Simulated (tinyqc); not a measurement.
Size effects in the resistivity of thin metal films and interconnect lines: one step, computed by the program tinyqc. Command: `OMP_NUM_THREADS=1 python tinyqc.py 3021620 3021621 out.jsonl size walk`. One thread of a shared host (Intel(R) Xeon(R) Processor @ 2.30GHz), about 0.01 s of CPU time with the checks.

Electrons lose their drift at surfaces (a share 1 - p of the hits) and at grain boundaries (reflection R), besides bulk scattering. The line sits in a trench with a non-conducting liner on both walls and the bottom; the spacing equals the drawn width.

Question. Resistance and delay. Total: rho = rho_b [1 + surface excess + grain excess]; resistance per length rho/(w_m h_m); capacitance per length C = 2 k eps_0 (aspect ratio + 1/2), a parallel-plate estimate for two neighbours plus a fixed term for the planes above and below; delay 0.38 R C L^2; effective resistivity per drawn area.

Inputs (values chosen for the exercise, modelled on silver):
```
quantity                          value         unit
bulk resistivity rho_b             1.61  microohm cm
aspect ratio (height over width)    2.8            -
line length                         1.6   micrometre
permittivity of the dielectric k    3.3            -
```

Geometry: line.

rho/rho_b from surfaces = 2.293343

rho/rho_b from grains = 2.508494

metal width w_m = 23.6 nm

metal height h_m = 76.2 nm

share of the trench filled by metal = 81.92055 %

Constants: eps_0 = 8.8541878128e-12 F/m.

Give: resistivity rho; resistance per length; capacitance per length; RC delay; effective resistivity per drawn area.

Answer.

resistivity rho = 6.1210 microohm cm

resistance per length = 34.037 ohm/micrometre

capacitance per length = 0.19284 fF/micrometre

RC delay = 0.0063853 ps

effective resistivity per drawn area = 7.4718 microohm cm

Of the factor 4.64 over bulk, scattering gives 3.80 and the liner 1.22; within scattering, grain boundaries outweigh surfaces (1.51 against 1.29, grains first).
